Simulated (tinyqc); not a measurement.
## Gate sheet resistance from two finger widths

Problem. At low frequency R = Rsh Wf/(3 L) + B/Wf, where B collects the channel and vertical terms. Find Rsh, B and the width of lowest R.

Values chosen for this exercise:

| symbol | value | unit | meaning |
|---|---|---|---|
| L | 0.072 | um | channel length |

input resistance of single fingers, contacted at one end, of width 0.67 and 6.1 um (ohm): 333.79561  622.56375

Answer. R Wf is a straight line in Wf^2; the minimum of R lies where both terms are equal.

Rsh = 21.0 ohm/square
B = 180 ohm um
width of lowest R = 1.36 um

tinyqc, about 0.01 s, one thread, Intel Xeon 2.30GHz (shared host): `OMP_NUM_THREADS=1 python tinyqc.py 2262019 2262020 out.jsonl`
